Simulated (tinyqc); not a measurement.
# Worked calculation: a stack of flat layers between unequal leads with mass mismatch, transfer matrices

Computed by the program tinyqc: `OMP_NUM_THREADS=1 python tinyqc.py 2560129 2560130 out.jsonl`, one thread of a shared Intel Xeon 2.30GHz, about 0.01 s for the whole run. Printed values are rounded.

One electron of energy E comes from the left lead (band edge 0); no transverse momentum. Parabolic bands, masses in units of m0, C = hbar^2/(2 m0); psi and psi'/m are continuous at every interface. The layers follow each other from left to right, then the right lead.

Values chosen for this exercise; masses and band edges of a made-up stack: mass in the left lead mL = 0.21 m0; band edges of the layers, left to right U = [0.4, 0.56, -0.25] eV; masses of the layers m = [0.41, 0.36, 0.51] m0; widths of the layers d = [0.3, 0.3, 0.3] nm; band edge of the right lead UR = -1.31 eV; mass in the right lead mR = 0.45 m0; electron energy E = 0.793 eV.

Constants: q = 1.602176634e-19 C, hbar = 1.054571817e-34 J s, m0 = 9.1093837015e-31 kg, hbar^2/(2 m0) = 0.0380998212 eV nm^2. Results are converted to the units shown.

Range of the model: Masses are held fixed, although real bands cease to be parabolic a few tenths of an eV from their edges (inside a barrier too). Layers thinner than about 0.8 nm hold only a few atomic planes, where an effective mass is a rough description.

## Wave numbers

k = sqrt(m (E - U)/C) where E > U, K = sqrt(m (U - E)/C) where E < U; v = k/m in the leads.

Layers:
```
   U (eV)  m (m0)  d (nm)  k or K (1/nm)  which
1     0.4    0.41     0.3       2.056491      k
2    0.56    0.36     0.3       1.483774      k
3   -0.25    0.51     0.3       3.736507      k
```

vL = 9.955555 1/nm
vR = 11.07521 1/nm

## Matrices of the layers

For the pair (psi, psi'/m) a flat layer has M = [[cos kd, (m/k) sin kd], [-(k/m) sin kd, cos kd]] with k = sqrt(m (E - U)/C) above its edge U, and M = [[cosh Kd, (m/K) sinh Kd], [(K/m) sinh Kd, cosh Kd]] with K = sqrt(m (U - E)/C) below it. M12 is in nm, M21 in 1/nm.

M of layer 1:
```
           1          2
1  0.8156485  0.1153444
2  -2.901898  0.8156485
```

M of layer 2:
```
           1          2
1  0.9025538  0.1044686
2  -1.774664  0.9025538
```

M of layer 3:
```
           1          2
1  0.4348253  0.1229123
2  -6.597607  0.4348253
```

## Product of the matrices

The matrix of the later layer stands to the left: M = M_n ... M_2 M_1; det M = 1.

M:
```
            1          2
1  -0.3115543  0.1476427
2   -4.625096  -1.017924
```

## Transmission and reflection

The matrix M carries (psi, psi'/m) across the stack, and v = k/m in each lead. psi = 1 + r at the left edge (incident amplitude 1) and t at the right edge. With det M = 1, a = i vR M11 - M21 and b = -vL vR M12 - i vL M22: t = 2 i vL/(a - b), r = -(a + b)/(a - b), T(E) = (vR/vL) |t|^2, R(E) = |r|^2.

t = -0.4351940+0.6696854i
r = 0.5380460+0.0299285i
T(E) = 0.7096107
R(E) = 0.2903893

T(E) + R(E) = 1: the current is conserved.
